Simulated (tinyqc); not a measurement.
Inside a calculation. Method: Luttinger-Kohn k.p, four valence bands. Computed by tinyqc, a small Python program that keeps every step. Settings: g1 = 16.2, g2 = 1.5, g3 = 3.19. Command: `OMP_NUM_THREADS=1 python tinyqc.py 27760 27761 out.jsonl` (the two numbers bound the seeds that draw the settings). One thread of a shared host (Intel(R) Xeon(R) Processor @ 2.60GHz), about 0.01 s of CPU time with the checks.

## Bloch Hamiltonian at k

Luttinger parameters chosen for this model; energies are counted downward from the top of the valence band:
```
parameter      value  unit
g1         16.200000
g2          1.500000
g3          3.190000
```

k point k (1/angstrom): [-0.049000, -0.007000, 0.005000]

P = c g1 k^2, Q = c g2 (kx^2 + ky^2 - 2 kz^2), R = c sqrt3 [-g2 (kx^2 - ky^2) + 2i g3 kx ky], S = 2 c sqrt3 g3 (kx - i ky) kz, c = hbar^2/2m = 3.809982 eV angstrom^2; rows [P+Q, -S, R, 0], [-S*, P-Q, 0, R], [R*, 0, P-Q, S], [0, R*, S*, P+Q]. The path ends lie at |k| = 0.04 1/angstrom.

H(k) at k (eV), order 3/2, 1/2, -1/2, -3/2:
```
[[0.166477, 0.010315-0.001474i, -0.023282+0.014441i, 0.000000],
 [0.010315+0.001474i, 0.139045, 0.000000, -0.023282+0.014441i],
 [-0.023282-0.014441i, 0.000000, 0.139045, -0.010315+0.001474i],
 [0.000000, -0.023282-0.014441i, -0.010315-0.001474i, 0.166477]]
```

## Levels at k

Diagonalise the Hermitian matrix.

eigenvalues (eV): [0.120400, 0.120400, 0.185123, 0.185123]

## Bands along a path

The same steps at evenly spaced points between the labelled ones.

Bands along the path (eV):
```
k               band 1    band 2    band 3    band 4
[111]         0.059862  0.059862  0.137647  0.137647
[111]-G 0.25  0.033673  0.033673  0.077426  0.077426
[111]-G 0.50  0.014966  0.014966  0.034412  0.034412
[111]-G 0.75  0.003741  0.003741  0.008603  0.008603
G             0.000000  0.000000  0.000000  0.000000
G-[100] 0.25  0.005029  0.005029  0.007315  0.007315
G-[100] 0.50  0.020117  0.020117  0.029261  0.029261
G-[100] 0.75  0.045263  0.045263  0.065836  0.065836
[100]         0.080467  0.080467  0.117043  0.117043
```

## Hole masses

E = c [g1 k^2 -/+ 2 sqrt(g2^2 k^4 + 3 (g3^2 - g2^2)(kx^2 ky^2 + ky^2 kz^2 + kz^2 kx^2))] with c = hbar^2/2m, and m* = hbar^2 k^2 / (2 E).

Masses (electron masses):
```
direction     heavy     light
[100]      0.075758  0.052083
[110]      0.095468  0.045610
[111]      0.101833  0.044287
```
